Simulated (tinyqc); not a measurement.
Worked calculation: Monte Carlo simulation of one carrier in a uniform electric field. Computed by tinyqc, a small Python program that keeps every step. Command: `OMP_NUM_THREADS=1 python tinyqc.py 3004873 3004874 out.jsonl mcfl walk`. One thread of a shared host (Intel(R) Xeon(R) Processor @ 2.30GHz), about 3 s of CPU time with the checks. Intermediate numbers are printed to about 6 digits and carried at full precision; extremes and crossings named in words are read from the listed rows.

The force e F acts along +z. Flights end at the constant total rate Gamma; the part of Gamma that the real rates do not fill is self-scattering, which leaves k unchanged. One valley, no impurities and no intervalley scattering.

Inputs (values chosen for the exercise, modelled on InAs): effective mass m = 0.0223 m_0; non-parabolicity alpha = 2.2 1/eV; static permittivity eps_s = 15.1; high-frequency permittivity eps_inf = 12.3; density rho = 5680 kg/m^3; sound velocity v_l = 4310 m/s; acoustic deformation potential D_A = 6.3 eV; optical phonon energy hbar w = 30.1 meV; lattice temperature T = 200 K; electric field F = 0.11 kV/cm; energy E_max up to which Gamma must cover the rates = 0.4 eV; seed of the random numbers = 83843.

Crystal: polar. Band: Kane.

starting wave vector (1/nm): [-0.23, -0.025, 0.26]

Constants: k_B = 1.380649e-23 J/K; e = 1.602176634e-19 C; hbar = 1.054571817e-34 J s; m_0 = 9.1093837015e-31 kg; hbar = 6.582119569e-16 eV s; eps_0 = 8.8541878128e-12 F/m; k_B = 8.617333262e-05 eV/K.

## Total rate Gamma

Kane band: hbar^2 k^2/(2 m) = E (1 + alpha E), speed v = hbar k/(m (1 + 2 alpha E)), states per spin, volume and energy g(E) = m k (1 + 2 alpha E)/(2 pi^2 hbar^2); overlap factors are set to 1. Masses are multiplied by m_0 and all formulas are in SI units. Phonon occupation N_q = 1/(exp(hbar w/(k_B T)) - 1). Acoustic deformation potential (elastic, equipartition, absorption and emission together): 1/tau = 2 pi k_B T D_A^2 g(E)/(hbar rho v_l^2). Polar optical, unscreened: W = e^2 w (1/eps_inf - 1/eps_s) m (1 + 2 alpha E') ln|(k + k')/(k - k')| / (4 pi eps_0 hbar^2 k), times N_q for absorption (E' = E + hbar w) and N_q + 1 for emission (E' = E - hbar w > 0), with alpha = 0 for a parabolic band; mean cosine of the angle <cos> = (k^2 + k'^2)/(2 k k') - 1/ln|(k + k')/(k - k')|. Gamma is 1.05 times the largest total rate on the grid E = (j + 1/2) E_max/400, j = 0..399.

largest total rate = 6.19364 1e12/s

energy of the largest rate = 399.5 meV

Gamma = 6.50332 1e12/s

## Flight 1

Random numbers (0.02 to 0.98, from up to 60 sets tried for early real events), one row a flight, columns r1, r2, r3, r4:
```
[[0.1269, 0.1254, 0.6487, 0.5851],
 [0.9281, 0.0615, 0.3477, 0.0355],
 [0.5942, 0.7945, 0.8784, 0.7658],
 [0.4111, 0.2120, 0.4124, 0.2542],
 [0.4526, 0.2231, 0.9307, 0.2142],
 [0.6568, 0.7404, 0.4326, 0.6001],
 [0.1940, 0.6413, 0.6944, 0.9147]]
```

Flight: t = -ln(r1)/Gamma; k_z grows by e F t/hbar; E follows from the band; dz = (E_end - E_start)/(e F). Use row 1 of the random numbers.

flight time t = 317.431 fs

k at the end of the flight (1/nm): [-0.230000, -0.025000, 0.265305]

energy at the end = 157.282 meV

displacement dz = 256.744 nm

## Scattering event 1

Choice: with cumulative rates in the order acoustic, absorption, emission, the process is the first whose sum exceeds r2 Gamma; if none, self-scattering. Final state: E' = E, E + hbar w or E - hbar w gives k'. Isotropic processes: cos(theta) = 1 - 2 r3 from the z axis, phi = 2 pi r4, k' (sin theta cos phi, sin theta sin phi, cos theta). Polar processes: cos(b) = [1 + xi - (1 + 2 xi)^r3]/xi, xi = 2 k k'/(k - k')^2, b from the old direction n; new direction cos b n + sin b (cos phi e1 + sin phi e2), e1 = (z x n)/|z x n|, e2 = n x e1.

cumulative rates (1e12/s): acoustic 0.08756, absorption 1.00588, emission 5.25247

r2 Gamma = 0.815517 1e12/s

Process chosen: absorption

k after event 1, the start of the next flight (1/nm): [-0.316091, 0.193852, 0.131894]

## Flight 2

Use row 2 of the random numbers.

flight time t = 11.4735 fs

k at the end of the flight (1/nm): [-0.316091, 0.193852, 0.132085]

energy at the end = 187.429 meV

displacement dz = 4.30877 nm

## Scattering event 2

The formulas are those given above.

cumulative rates (1e12/s): acoustic 0.10558, absorption 1.02797, emission 5.39631

r2 Gamma = 0.399954 1e12/s

Process chosen: absorption

k after event 2, the start of the next flight (1/nm): [-0.386701, 0.108656, 0.164037]

## All printed flights

Drift estimate: sum dz / sum t.

Flights:
```
flight   t (fs)  E at the end (meV)   dz (nm)     process  k_x (1/nm)  k_y (1/nm)  k_z (1/nm)
1       317.431             157.282   256.744  absorption   -0.316091    0.193852    0.131894
2        11.473             187.429     4.309  absorption   -0.386701    0.108656    0.164037
3        80.042             217.914    34.954    emission   -0.169616    0.007122   -0.355709
4       136.687             186.296  -138.010    emission   -0.251140    0.013741   -0.244085
5       121.899             155.192   -91.284    emission   -0.113488   -0.057181    0.277879
6        64.640             125.754    60.205    emission   -0.183580    0.012033    0.184179
7       252.163              97.536   171.129    emission   -0.152756   -0.147784    0.012334
```

drift estimate from these flights = 302790 m/s

0 of the 7 flights end in self-scattering. So few flights say little about the drift velocity: the estimate is noise at this length.

## Low-field mobility from the linear Boltzmann equation

On the grid E_j = (j + 1/2) hbar w/12 up to 20 k_B T + 2 hbar w, solve (sum of rates) l(E) = v(E) + W_abs <cos> l(E + hbar w) + W_em <cos> l(E - hbar w); mu_0 = e sum g v l exp(-E/k_B T)/(3 k_B T sum g exp(-E/k_B T)).

low-field mobility mu_0 = 58109.2 cm^2/(V s)

## Long runs: velocity against field

Each row: 250 carriers from a thermal start, 1600 flights each, the first half discarded, random numbers not printed; the error is the standard error over ten groups; the mean energy is taken at the ends of flights, which sample time evenly. Fields at which more than 0.02 % of the events exceed Gamma are left out.

Monte Carlo results:
```
F (kV/cm)  drift velocity (1e5 m/s)  error (1e5 m/s)  mu_0 F (1e5 m/s)  mean energy (meV)  real events (%)
0.028                         0.156            0.017           0.16271               28.5             29.8
0.055                         0.319            0.017           0.31960               28.3             29.8
0.110                         0.609            0.017           0.63920               28.5             30.1
0.220                         1.120            0.023           1.27840               29.7             31.0
0.440                         1.880            0.019           2.55680               33.3             33.9
```

At the lowest field the drift velocity is 0.96 +/- 0.10 of the ohmic value mu_0 F, at the highest 0.74 +/- 0.01. The mean energy goes from 28 to 33 meV against the parabolic-band thermal value 3 k_B T/2 = 26 meV: the carriers heat, more of them reach the emission threshold, where they lose momentum, and the curve bends below the ohmic line. Only 30 to 34 % of the events are real; the rest is the price of a constant Gamma.

Checks made by the program: energy gained in the printed flights against e F dz (relative difference 1e-07).
